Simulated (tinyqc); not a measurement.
Comparisons within one model: free-carrier optics of a doped semiconductor (Drude model with one polar phonon). A value that a table varies takes the place of the one given here.

eps(E) = ei [1 - Ep^2/(E^2 + i E Gam)] + (es - ei) wT^2/(wT^2 - E^2 - i E gT), with Ep^2 = 8 pi c (e^2/(4 pi eps0)) N/(m ei), c = hbar^2/2m0, N in 1/angstrom^3 (1e-24 per 1/cm^3); Gam = hbar/tau, tau = mu m m0/e with m0/e = 5.685630e-12 kg/C and mu in m^2/(V s). Energies in meV.

n + i k = sqrt(eps1 + i eps2) with k >= 0; R = ((n - 1)^2 + k^2)/((n + 1)^2 + k^2) at normal incidence from vacuum; alpha = 2 E k/(hbar c), times 1e8 for 1/cm; loss function Im(-1/eps) = eps2/(eps1^2 + eps2^2).

Constants: hbar^2/2m0 = 3.80998211 eV angstrom^2; e^2/(4 pi eps0) = 14.39964547 eV angstrom; hbar = 6.58211957e-16 eV s; hbar c = 1973.269805 eV angstrom.

Values chosen for the exercise (mass and dielectric values near those of GaN; N and mu are free inputs; interband absorption and the rise of the mass with filling are left out; the results hold for these values, not for the real material):
```
symbol  value    unit        meaning
m       0.216    m0          conductivity mass
ei      5.31                 high-frequency dielectric constant
wT      70.5     meV         TO phonon
es      9.39                 static dielectric constant
N       1.2e+18  1/cm^3      carrier density
mu      47       cm^2/(V s)  mobility
gT      0.8      meV         phonon damping
E       94.8     meV         photon energy
```

## The coupled modes against doping

L-, L+ solve E^4 - (wL^2 + Ep^2) E^2 + Ep^2 wT^2 = 0, wL = wT sqrt(es/ei); damping left out; energies in meV.

Modes:
```
N (1/cm^3)      Ep     L-      L+  Ep sqrt(ei/es)
2.0e+17      15.51  11.59   94.31           11.66
7.0e+17      29.01  21.35   95.79           21.81
2.0e+18      49.03  34.57   99.99           36.87
4.0e+18      69.34  45.54  107.35           52.15
7.0e+18      91.73  54.13  119.47           68.98
1.0e+19     109.64  58.65  131.80           82.45
3.0e+19     189.91  66.59  201.05          142.81
7.0e+19     290.09  68.86  296.98          218.15
2.0e+20     490.34  69.94  494.30          368.73
```

wL = 93.75 meV

At low density L- follows Ep sqrt(ei/es) (11.59 against 11.66), a plasmon screened by the lattice, and L+ starts at wL. At the highest density L- has come within 0.56 meV of wT, since the carriers screen the field that lifts wL, and L+ is within 3.96 meV of Ep. The branches are closest, 61.81 meV, at 4e+18 1/cm^3 of those listed. The mass is held fixed, while in a real band it rises with filling.

## Reflectance across the plasma edge

Spectrum:
```
E (meV)    eps1   eps2      R  alpha (1/cm)
3.8        8.81  17.66  0.466           900
11.4       8.92   5.84  0.302      1.08e+03
19.0       9.14   3.45  0.273      1.08e+03
26.6       9.51   2.42  0.270      1.05e+03
32.3       9.93   1.96  0.274      1.01e+03
38.0      10.53   1.64  0.283           971
41.8      11.08   1.48  0.292           941
47.5      12.28   1.31  0.311           898
57.0      16.61   1.25  0.368           889
76.0     -20.12   2.50  0.949      3.46e+04
113.9      2.48   0.32  0.052      1.18e+03
189.9      4.50   0.10  0.129           440
```

Ep = 38.0 meV and Gam = 114.0 meV: Gam exceeds Ep, so damping washes the plasma edge out. R is 0.466 at the lowest energy and lowest, 0.052, at 113.9 meV of those listed; without damping and phonon it would vanish at Ep sqrt(ei/(ei - 1)) = 42.2 meV. At the highest energy R is 0.129, against 0.156 for ei alone. Between the last two rows alpha goes as E^-1.94, where the Drude limit far above Ep and Gam is E^-2; Gam and the phonon term both still act in these rows. The phonon adds its own band of high reflectance between wT = 70.5 meV and about wL = 93.8 meV, which the rows may miss. The lowest R listed is the dip just above wL, not the plasma minimum.

## Free-carrier absorption and index change in the near infrared

At the wavelengths listed E = hc/lambda (hc = 1239.841984 eV nm). Approximate forms: alpha = ei Ep^2 Gam/(E^2 sqrt(ei) hbar c) and dn = -sqrt(ei) Ep^2/(2 E^2). The phonon term is left out here.

Free carriers:
```
lambda (micrometre)  E (meV)  alpha (1/cm)  alpha, approximate        dn  dn, approximate
1.31                   946.4          21.2                21.4  -0.00183         -0.00186
1.55                   799.9          29.5                30.0  -0.00255         -0.00260
2.00                   619.9          48.4                50.0  -0.00419         -0.00433
3.00                   413.3           105                 112  -0.00906         -0.00973
5.00                   248.0           260                 312   -0.0224          -0.0270
8.00                   155.0           529                 800   -0.0451          -0.0692
10.60                  117.0           740            1.40e+03   -0.0623           -0.121
```

At 1.55 micrometre alpha = 29.5 1/cm and dn = -0.00255; a phase shift of pi needs a length lambda/(2 |dn|) = 304 micrometre, over which the loss is 3.89 dB. The approximate alpha is within 5 % up to 2 micrometre of the wavelengths listed; it needs photon energies well above both Ep and Gam, which lie at 32.6 and 10.9 micrometre. Interband and intervalley absorption are left out.

## What moves the optical constants

At the energy E. Each row changes one parameter from the base and keeps the others.

Results:
```
case                  Ep (meV)  Gam (meV)       R  alpha (1/cm)
base                     37.98     114.03  0.2391      5.29e+03
N = 1.8e+18 1/cm^3       46.52     114.03  0.2733      6.89e+03
m = 0.2592 m0            34.67      95.03  0.2592      5.04e+03
mu = 28.2 cm^2/(V s)     37.98     190.06  0.1639      4.03e+03
ei = 5.58                37.05     114.03  0.0448      3.09e+03
E = 113.8 meV            37.98     114.03  0.0516      1.19e+03
```

The largest shifts from the base row, up to three for each result and ties (the steps differ in size, so this ranks the rows, not the parameters). Ep (meV): N +8.54, m -3.31, ei -0.93; unchanged at the printed digits by mu and E. Gam (meV): mu +76.02, m -19.01; unchanged at the printed digits by N, ei and E. R: ei -0.1943, E -0.1876, mu -0.0752. alpha (1/cm): E -4.10e+03, ei -2.20e+03, N +1.60e+03.

Program tinyqc; command `OMP_NUM_THREADS=1 python tinyqc.py 1680029 1680030 out.jsonl`; about 0.01 s on one thread of a shared Intel(R) Xeon(R) Processor @ 2.30GHz.
